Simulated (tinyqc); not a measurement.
Strain-driven roughening and islands of a mismatched epitaxial film: one step, computed by the program tinyqc.

Film and substrate share isotropic elastic constants; the film is coherent and biaxially strained.

Task: Elastic energy of the flat film. M = 2 G (1 + nu)/(1 - nu); stress = M f; energy density w = M f^2.

Inputs (values chosen for the exercise, modelled on GaN on AlN): misfit |f| = 0.0233; shear modulus G = 117 GPa; Poisson ratio nu = 0.21.

Give: biaxial modulus M; stress; energy density w.

Result:

biaxial modulus M = 358.4 GPa

stress = 8.351 GPa

energy density w = 194.6 MJ/m^3
